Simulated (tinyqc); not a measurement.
# Well width for a wanted wavelength

Inverse problem. The layer is x parts of the first compound and 1 - x of the second, grown coherently on the second as substrate and barrier. Rows of the table: lattice constant a, average valence level Ea on an absolute scale, spin-orbit splitting so, gaps at Gamma, X and L, hydrostatic deformation potentials av and ac (Gamma), shear potential b, elastic constants, electron and heavy-hole (along z) masses. All are interpolated linearly in x; gaps get -C x (1 - x), taken wholly in the conduction band; real line-ups can differ from this model by 0.1 eV or more. In-plane strain e = (a_substrate - a)/a, e_z = -2 (c12/c11) e, volume change 2 e + e_z. With v = 2 e + e_z and d = 2 b (e_z - e): Eav = Ea + av v; E_hh = Eav + so/3 - d/2; E_lh = Eav - so/6 + d/4 + sqrt(so^2 + so d + 9 d^2/4)/2; E_c = Ea + so/3 + EG + ac v (Gamma). Substrate: E_v = Ea + so/3, E_c = E_v + EG. Well depths: dEc = E_c(substrate) - E_c, dEhh = E_hh - E_v(substrate), dElh likewise; strained Gamma gap E_c - max(E_hh, E_lh); positive values confine carriers in the layer. Lowest level of a finite well of width Lw and depth V: kw Lw/2 = arctan(sqrt((mw/mb)(V - E)/E)), kw = sqrt(mw E/C), C = hbar^2/(2 m0), for electrons (dEc) and heavy holes (dEhh), mb from the substrate; transition E_c - E_hh + both levels, without exciton binding; wavelength h c/E. Find Lw and the two levels.

Inputs (values chosen for the exercise):
- x = 0.2 (fraction of the first compound in the layer)
- CG = 0.477 eV (bowing of the Gamma gap)
- CX = 1.4 eV (bowing of the X gap)
- CL = 0.33 eV (bowing of the L gap)

Constants: q = 1.602176634e-19 C, hbar = 1.054571817e-34 J s, h = 6.62607015e-34 J s, m0 = 9.1093837015e-31 kg, c = 299792458 m/s, hbar^2/(2 m0) = 0.0380998212 eV nm^2. Results are converted to the units shown.

Binary compounds, values chosen for the exercise:
```
,close to InAs,close to GaAs
a (angstrom),6.058,5.653
Ea (eV),-6.67,-6.92
so (eV),0.382,0.34
EG (eV),0.352,1.44
EX (eV),1.37,1.91
EL (eV),1.07,1.73
av (eV),0.995,1.17
ac (eV),-5.04,-7.17
b (eV),-1.78,-1.68
c11 (GPa),82.4,120
c12 (GPa),45.1,53.4
me (m0),0.0232,0.0678
mh (m0),0.325,0.348
```

wavelength = 997.47255 nm

Solution. Both levels fall steadily as the well widens, so the wavelength rises steadily and one width matches.

Lw = 13.80 nm
electron level = 18.62 meV
heavy-hole level = 4.189 meV

tinyqc, about 0.01 s, one thread, Intel Xeon 2.30GHz (shared host): `OMP_NUM_THREADS=1 python tinyqc.py 2690056 2690057 out.jsonl`
